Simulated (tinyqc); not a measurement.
Absorption edge of a degenerate semiconductor, band filling against gap narrowing: two steps of the calculation.

n-type, parabolic bands, full ionisation. eta = (EF - Ec)/kB T solves N = Nc F12(eta), F12(x) = (2/sqrt(pi)) int_0^infinity sqrt(u)/(1 + exp(u - x)) du. The gap shrinks rigidly by dEg = a3 y^(1/3) + a4 y^(1/4) + a2 y^(1/2), y = N/1e18 cm^-3, an empirical law that is here taken as the true narrowing.

Inputs (values chosen for the exercise); band and dielectric values close to those of indium arsenide: temperature T = 300 K; band gap Eg = 0.349 eV; conduction-band density of states at 300 K, from me Nc = 8.98e16 cm^-3; electron mass me = 0.0234 m0; hole mass mh = 0.409 m0; ionised donor density N = 4.7e16 cm^-3; coefficient of (N/1e18)^(1/3) a3 = 9.6 meV; coefficient of (N/1e18)^(1/4) a4 = 4.2 meV; coefficient of (N/1e18)^(1/2) a2 = 1.9 meV.

Constants: q = 1.602176634e-19 C, kB = 1.380649e-23 J/K, h = 6.62607015e-34 J s, c = 299792458 m/s, Vt = kB T/q. Results are converted to the units shown.

Problem 1. Fermi level. Newton step on ln F12(eta) = ln(N/Nc): eta(new) = eta - ln(Nc F12/N) F12/Fm, Fm(x) = dF12/dx = (1/sqrt(pi)) int_0^infinity u^(-1/2)/(1 + exp(u - x)) du.

eta at the start (Boltzmann value) = -0.6474

Wanted: F12; Fm; eta after iteration 1.

Solution 1.

F12 = 0.4473
Fm = 0.3869
eta after iteration 1 = -0.4657

Problem 2. The optical edge. Vertical transitions need an empty final state: the edge is taken where the state lies 4 kB T below EF, E_opt = Eg - dEg + (1 + me/mh) max(eta - 4, 0) kB T; wavelength h c/(q E_opt).

converged eta = -0.46372777

Wanted: dEg; EF - Ec; filling shift; E_opt; wavelength.

Solution 2.

dEg = 5.832 meV
EF - Ec = -11.99 meV
filling shift = 0 meV
E_opt = 0.3432 eV
wavelength = 3613 nm

The edge lies 5.83 meV below the undoped gap: narrowing outweighs filling.

Range of the model: Band tails, non-parabolic bands and incomplete ionisation are left out.

tinyqc, about 0.01 s, one thread, Intel Xeon 2.30GHz (shared host): `OMP_NUM_THREADS=1 python tinyqc.py 2330054 2330055 out.jsonl`
